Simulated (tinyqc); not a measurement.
Deep-level transient spectroscopy: the DLTS spectrum.

Schottky contact on an n-type layer with shallow donors Nd (all ionised) and a donor-like deep trap, neutral when filled and positive when empty; depletion approximation. Traps within lam of the depletion edge stay filled. A long pulse to Vp fills the traps beyond x1 = Wp - lam; back at Vr those between x1 and x2 = Wr - lam emit. A rate window reads S = C(t2) - C(t1).

Emission rate en = sn vth(T) Nc(T) exp(-Et/kB T) = sn g T^2 exp(-Et/kB T), g = vth Nc/(300 K)^2, as vth goes as T^0.5 and Nc as T^1.5 (degeneracy factor 1). lam = sqrt(2 eps0 eps_r (EF - ET)/(q Nd)), EF - ET = Et - (kB T/q) ln(Nc(T)/Nd), Nc(T) = Nc (T/300 K)^1.5. In the steady state at the band bending V, 2 eps0 eps_r V/q = Nd W^2 + Nt (W - lam)^2 (the second term only if W > lam). W(t)^2 = Wr^2 + (Nt/Nd)(x2^2 - x1^2) exp(-en t), C = eps0 eps_r/W; for small Nt, dC/C = -(Nt/2 Nd) G exp(-en t) with G = (x2^2 - x1^2)/Wr^2. For an exponential transient S peaks where en = ew = ln(t2/t1)/(t2 - t1).

Inputs (values chosen for the exercise); material values close to those of germanium:
- eps_r = 15.7 (relative permittivity)
- Nc = 1.03e19 cm^-3 (conduction-band density of states at 300 K)
- vth = 3.3e7 cm/s (thermal velocity at 300 K)
- Nd = 1.5e15 cm^-3 (shallow donor density)
- Vbi = 0.36 V (built-in voltage)
- Et = 0.28 eV (depth of the trap below the conduction edge)
- sn = 3.1e-17 cm^2 (capture cross-section)
- Nt = 4.8e12 cm^-3 (trap density)
- Vr = 8 V (reverse bias)
- Vp = 0 V (reverse bias during the filling pulse)
- t1 = 0.2 ms (first sampling time)
- t2 = 1 ms (second sampling time)

Constants: q = 1.602176634e-19 C, kB = 1.380649e-23 J/K, eps0 = 8.8541878128e-14 F/cm where lengths are in cm. Results are converted to the units shown.

Results:

| T (K) | en (1/s) | S (pF/cm^2) |
|---|---|---|
| 184 | 84.894 | 0.34241 |
| 191 | 174.74 | 0.67202 |
| 198 | 342.64 | 1.2014 |
| 205 | 643.25 | 1.9098 |
| 213 | 1259.4 | 2.6845 |
| 220 | 2183.0 | 2.9214 |
| 227 | 3664.8 | 2.5073 |
| 241 | 9487.7 | 0.83731 |
| 248 | 14699 | 0.29744 |
| 256 | 23588 | 0.050678 |
| 263 | 34901 | 0.0053124 |

Estimate the missing row, T = 234 K.

Computed row:

| T (K) | en (1/s) | S (pF/cm^2) |
|---|---|---|
| 234 | 5975.8 | 1.6654 |

With this row back in the table: S goes from 0.342 through a maximum of 2.92 (at T = 220 K among the rows listed) to 0.00531 pF/cm^2; en equals ew = 2010 1/s at 218.9 K. Colder, the trap has hardly emitted by t2; warmer, it is empty before t1. Rows above half of the largest S span 205 to 234 K.

Computed by the program tinyqc: `OMP_NUM_THREADS=1 python tinyqc.py 2050046 2050047 out.jsonl`, one thread of a shared Intel Xeon 2.30GHz, about 0.01 s for the whole run.
